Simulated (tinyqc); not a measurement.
Trap depth and cross-section from two peaks.

Question. A DLTS peak lies where ew = sn g T^2 exp(-Et/kB T), g = vth Nc/(300 K)^2. Find Et and sn.

Parameters, values chosen for the exercise: conduction-band density of states at 300 K Nc = 1.05e19 cm^-3; thermal velocity at 300 K vth = 3.5e7 cm/s.

Constants: q = 1.602176634e-19 C, kB = 1.380649e-23 J/K. Results are converted to the units shown.

peak temperatures for ew = 20 and 1000 1/s (K): [110.33832, 130.51017]

Solution. The slope of ln(ew/T^2) against q/kB T is -Et, and the intercept is ln(sn g).

Et = 0.2200 eV
sn = 4.500e-15 cm^2

tinyqc, about 0.01 s, one thread, Intel Xeon 2.30GHz (shared host): `OMP_NUM_THREADS=1 python tinyqc.py 2050032 2050033 out.jsonl`
